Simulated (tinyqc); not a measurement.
Worked calculation: tight binding, dimerised chain. One step of it, computed by the program tinyqc.

Task: Levels at k. Diagonalise the Hermitian matrix.

H(k) at k (eV):
```
                     A                    B
A             0.000000  -2.944854+0.604607i
B  -2.944854-0.604607i             0.000000
```

Give: eigenvalues; weights |c|^2 of the basis functions.

Result:

eigenvalues (eV): -3.0063  3.0063

weights |c|^2 of the basis functions:
```
   band 1  band 2
A  0.5000  0.5000
B  0.5000  0.5000
```
